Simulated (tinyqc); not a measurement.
Frequency dispersion of an accumulation capacitance by border traps, distributed model: two steps of the calculation.

Traps spread evenly through the insulator exchange electrons with the semiconductor by tunnelling, with tau(x) = t0 exp(2 ka x) at depth x from the interface. The admittance per area Y seen at depth x obeys dY/dx = -Y^2/(i w eps0 eox) + q Nb ln(1 + i w tau)/tau, with Y(0) = i w Cs and w = 2 pi f; the gate sees Y(tox) = G + i w C. Working variable y = Y/(i w), in uF/cm^2. Cox = eps0 eox/tox.

Inputs (values chosen for the exercise); permittivity close to that of zirconium oxide:
- eox = 23 (relative permittivity of the insulator)
- tox = 11 nm (insulator thickness)
- Cs = 4 uF/cm^2 (semiconductor capacitance in accumulation)
- Nb = 8.9e19 cm^-3 eV^-1 (density of border traps)
- ka = 6.3 1/nm (decay constant of the wave function in the insulator)
- t0 = 2e-10 s (time constant of a trap at the interface)
- f = 1e6 Hz (frequency)
- xe = 0.93 nm (depth down to which the steps are taken)

Constants: q = 1.602176634e-19 C, eps0 = 8.8541878128e-14 F/cm where lengths are in cm. Results are converted to the units shown.

Question 1. Scales and lumped estimate. Cox; trap-free value 1/(1/Cox + 1/Cs); response depth d = ln(1/(w t0))/(2 ka), where w tau = 1; lumped estimate: all traps within d act as C_bt = q Nb d placed at d/2, so C = 1/{1/[1/(1/Cs + d/(2 eps0 eox)) + C_bt] + (tox - d/2)/(eps0 eox)}.

Give: Cox; trap-free C; d; C_bt; lumped C.

Answer 1.

Cox = 1.851 uF/cm^2
trap-free C = 1.266 uF/cm^2
d = 0.5301 nm
C_bt = 0.7559 uF/cm^2
lumped C = 1.340 uF/cm^2

The traps within reach amount to 0.189 Cs and lie in the first 4.82 % of the insulator.

Question 2. Capacitance and conductance at the gate. Beyond xe the traps are ignored, so 1/y(tox) = 1/y(xe) + (tox - xe)/(eps0 eox); C = Re y, G/w = -Im y, loss tangent G/(w C).

y at xe = 4.0688896-0.1515008i uF/cm^2

Find: y at the gate; C; G/w; loss tangent.

Answer 2.

y at the gate = 1.351-0.017i uF/cm^2
C = 1.351 uF/cm^2
G/w = 0.01669 uF/cm^2
loss tangent = 0.01235

tinyqc, about 0.7 s, one thread, Intel Xeon 2.30GHz (shared host): `OMP_NUM_THREADS=1 python tinyqc.py 2202204 2202205 out.jsonl`
